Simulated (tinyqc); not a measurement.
Short-channel transistor, virtual-source model with series resistance: course of the iteration: current through the series resistance.

The current per gate width is the charge at the top of the source barrier (the virtual source) times its velocity times a saturation function; al and be are fitting constants of the model. Units: I in uA/um, Rs in ohm um, so I Rs = 1e-6 I Rs in volts; Q in uC/cm^2, so I = 1e-4 Q vx0 Fsat with vx0 in cm/s.

Intrinsic voltages Vg' = Vgs - I Rs, Vd' = Vds - 2 I Rs. n = n0 + nd Vd', VT = VT0 - dl Vd', Ff = 1/(1 + exp((Vg' - VT + al Vt/2)/(al Vt))), Q = Cinv n Vt ln(1 + exp((Vg' - VT + al Vt Ff)/(n Vt))), Vdsat = (vx0 L/mu)(1 - Ff) + Vt Ff, Fsat = u/(1 + u^be)^(1/be) with u = Vd'/Vdsat, and I(out) = Q vx0 Fsat per width. (Fsat takes the sign of u.) I(new) = I(out).

Stop when I changes by less than 1e-7 uA/um, or after 30 iterations.

Values chosen for this exercise:
```
symbol,value,unit,meaning
T,250,K,temperature
Cinv,2.2,uF/cm^2,inversion capacitance
vx0,8.08e6,cm/s,velocity at the virtual source
mu,94,cm^2/(V s),apparent mobility
L,25,nm,channel length
VT0,0.3,V,threshold at zero drain voltage
dl,0.044,V/V,drain-induced barrier lowering
n0,1.36,,subthreshold factor
nd,0.2,1/V,growth of n with drain voltage
al,3.5,,threshold shift (in units of Vt) from weak to strong inversion
be,1.6,,sharpness of saturation
Rs,300,ohm um,series resistance of each contact
Vgs,0.5,V,gate voltage
Vds,0.2,V,drain voltage
```

Constants: q = 1.602176634e-19 C, kB = 1.380649e-23 J/K, Vt = kB T/q. Results are converted to the units shown.

I at the start = 0 uA/um

Course of the iteration:

| iteration | I (uA/um) | \|change\| (uA/um) |
|---|---|---|
| 1 | 239.189 | 239 |
| 2 | 65.3466 | 174 |
| 3 | 192.511 | 127 |
| 4 | 99.5957 | 92.9 |
| 5 | 167.717 | 68.1 |
| 6 | 117.849 | 49.9 |
| 7 | 154.418 | 36.6 |
| 8 | 127.628 | 26.8 |
| 9 | 147.272 | 19.6 |
| ... | ... | ... |
| 22 | 138.821 | 0.347 |
| 23 | 139.075 | 0.254 |
| 24 | 138.889 | 0.186 |
| 25 | 139.026 | 0.137 |
| 26 | 138.926 | 0.100 |
| 27 | 138.999 | 0.0734 |
| 28 | 138.945 | 0.0538 |
| 29 | 138.985 | 0.0394 |
| 30 | 138.956 | 0.0289 |

Did this iteration meet its convergence test, and what does its course show?

No. Not converged within 30 iterations. The value swings about the solution and each change is still 0.73 times the one before. At the solution, 139.0 uA/um, the slope dI(out)/dI is -0.733, close to -1, so plain substitution closes in slowly. A rerun with Newton steps converges in 4 iterations.

Numbers from tinyqc (`OMP_NUM_THREADS=1 python tinyqc.py 2380035 2380036 out.jsonl`; about 0.01 s on one thread of a shared Intel Xeon 2.30GHz).
